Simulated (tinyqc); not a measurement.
Junction parameters from two forward currents.

Problem. D(v) = J1 (exp(v/Vt) - 1) + J2 (exp(v/(2 Vt)) - 1). Find J1, J2 and the voltage 2 Vt ln(J2/J1) near which both parts are equal.

Values chosen for this exercise:
- T = 300 K (temperature)

Constants: q = 1.602176634e-19 C, kB = 1.380649e-23 J/K, Vt = kB T/q. Results are converted to the units shown.

junction voltages (V): [0.34, 0.67]
currents (uA/um): [3.8871727e-5, 1.3354969]

Answer. The current is linear in J1 and J2, so two points give two equations.

J1 = 7.30e-12 uA/um
J2 = 4.90e-8 uA/um
crossover = 0.456 V

tinyqc, about 0.2 s, one thread, Intel Xeon 2.30GHz (shared host): `OMP_NUM_THREADS=1 python tinyqc.py 2182193 2182194 out.jsonl`
